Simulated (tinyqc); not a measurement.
Straight dislocations in isotropic elasticity: fields, energies, partials, Peierls stress and walls: one step, computed by the program tinyqc. Command: `OMP_NUM_THREADS=1 python tinyqc.py 3031064 3031065 out.jsonl disloc walk`. One thread of a shared host (Intel(R) Xeon(R) Processor @ 2.30GHz), about 0.01 s of CPU time with the checks.

The line runs along z, the glide plane is y = 0, and beta is the angle between b and the line (0 screw, 90 degrees edge): b_e = b sin(beta) along +x with the extra half plane at y > 0, b_s = b cos(beta). Stress is positive in tension.

Question. Splitting into partials. Shockley partials have b_p = b/sqrt(3) at the angles beta -/+ 30 degrees; their repulsion balances the fault at d = G b_p^2/(8 pi gamma) (2 - nu)/(1 - nu) [1 - 2 nu cos(2 beta)/(2 - nu)].

Inputs (values chosen for the exercise, modelled on aluminium): shear modulus G = 26 GPa; Poisson ratio nu = 0.36; Burgers vector b = 2.863 angstrom; stacking-fault energy gamma = 163 mJ/m^2.

Character: edge.

Give: partial Burgers vector b_p; splitting width d; d/b.

Answer.

partial Burgers vector b_p = 1.653 angstrom

splitting width d = 0.6394 nm

d/b = 2.233

Narrowly split: the cores nearly overlap.
